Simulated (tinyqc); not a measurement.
Equilibrium and kinetic segregation of a solute to boundaries and growing surfaces: one step, computed by the program tinyqc.

Task: Boundary energy. Gibbs adsorption for this isotherm in a dilute matrix: gamma = gamma_0 + Gam_0 [k_B T ln(1 - theta)], Gam_0 = delta/Omega sites per area.

Inputs (values chosen for the exercise, modelled on a solute in a copper line):
```
quantity,value,unit
temperature T,1125,K
boundary thickness delta,0.69,nm
atomic volume Omega,11.81,angstrom^3
clean boundary energy gamma_0,0.5,J/m^2
```

Isotherm: Langmuir-McLean.

coverage theta = 0.05781081

Constants: 1 eV/angstrom^2 = 16.02176634 J/m^2; k_B = 8.617333262e-05 eV/K.

Give: Gam_0; boundary energy gamma.

Result:

Gam_0 = 58.43 1/nm^2

boundary energy gamma = 0.4460 J/m^2

Segregation lowers gamma by 11 %, and the driving force of grain growth with it.
